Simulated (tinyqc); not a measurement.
Changing the density rho_2: longitudinal sound in a periodic multilayer: transfer matrices, stop bands and folded phonons. Computed by tinyqc, a small Python program. Command: `OMP_NUM_THREADS=1 python tinyqc.py 3027498 3027499 out.jsonl multilayer sweep`. One thread of a shared host (Intel(R) Xeon(R) Processor @ 2.30GHz), about 0.01 s of CPU time with the checks.

Layers 1 and 2 repeat with period d = d_1 + d_2; waves travel normal to the layers, without loss. State vector (u, s): displacement u and stress divided by omega. Impedances Z = rho v are in 1e6 kg/(m^2 s).

Inputs (values chosen for the exercise, modelled on aluminium (layer 1), tungsten (layer 2) and silica (substrate)):
```
quantity            value    unit
density rho_1        2.73  g/cm^3
velocity v_1         6410     m/s
thickness d_1         356      nm
velocity v_2         5230     m/s
thickness d_2         479      nm
substrate density    2.24  g/cm^3
substrate velocity   5890     m/s
periods N               8       -
```

Method:
- Z = rho v; interface reflection r = (Z_2 - Z_1)/(Z_2 + Z_1) (stress amplitude, from 1 into 2); Bragg frequency f_B = 1/[2 (d_1/v_1 + d_2/v_2)]; long-wave velocity v_eff = d/sqrt[(d_1/v_1)^2 + (d_2/v_2)^2 + (Z_1/Z_2 + Z_2/Z_1)(d_1/v_1)(d_2/v_2)].
- A layer maps (u, s) by [[cos p, sin p/Z], [-Z sin p, cos p]], p = 2 pi f d_i/v_i; one period is M = M_2 M_1, and cos(q d) = trace(M)/2.
- For N periods A = M^N. A wave comes from a thick layer of material 1 and leaves into the substrate (Z_s): transmitted power T = 4 Z_1 Z_s/|Z_1 A_22 + Z_s A_11 - i (Z_1 Z_s A_12 - A_21)|^2, reflected power R = 1 - T.
- Gap m contains m f_B; its edges, where trace(M)/2 = (-1)^m, are found by root search. Weak-contrast estimate of the width: (4 f_B/pi) |r sin(m pi a)|, a = (d_1/v_1)/(d_1/v_1 + d_2/v_2).

One run for each value; columns: (1) density rho_2 (g/cm^3); (2) width/f_B (%); (3) transmitted power at f_B; (4) interface reflection r; (5) long-wave velocity v_eff (m/s):
```
(1)      (2)        (3)     (4)   (5)
3.68     5.6  5.299e-01  0.0475  5669
5.18    25.5  4.592e-03  0.2151  5550
10.20   61.9  1.734e-07  0.5060  4933
14.40   77.8  9.054e-10  0.6229  4493
20.30   91.7  4.598e-12  0.7170  4019
28.50  103.4  2.378e-14  0.7899  3548
40.20  113.4  1.101e-16  0.8463  3090
```

Give the missing row, density rho_2 (g/cm^3) = 7.28.

Computed row; columns: (1) density rho_2 (g/cm^3); (2) width/f_B (%); (3) transmitted power at f_B; (4) interface reflection r; (5) long-wave velocity v_eff (m/s):
```
(1)    (2)        (3)     (4)   (5)
7.28  44.5  2.820e-05  0.3702  5294
```

Interpolating between the two neighbouring rows (the first column on a logarithmic scale, the others too where they are positive) misses most in interface reflection r, by 11 %. Over the rows, width/f_B (%) rises from 5.61 to 113 (exponent d ln y / d ln x 4.4 between the first rows and 0.27 between the last); transmitted power at f_B falls from 0.530 to 1.10e-16 (exponent d ln y / d ln x -14 between the first rows and -16 between the last); interface reflection r rises from 0.0475 to 0.846 (exponent d ln y / d ln x 4.4 between the first rows and 0.20 between the last). Contrast widens the gap and deepens it; it also slows long waves, since the soft layer sets the stiffness and the heavy one the mass.

Caution (rows 10.2, 14.4, 20.3, 28.5, 40.2): so small a transmitted power at f_B holds only for perfect layers and strictly normal incidence.
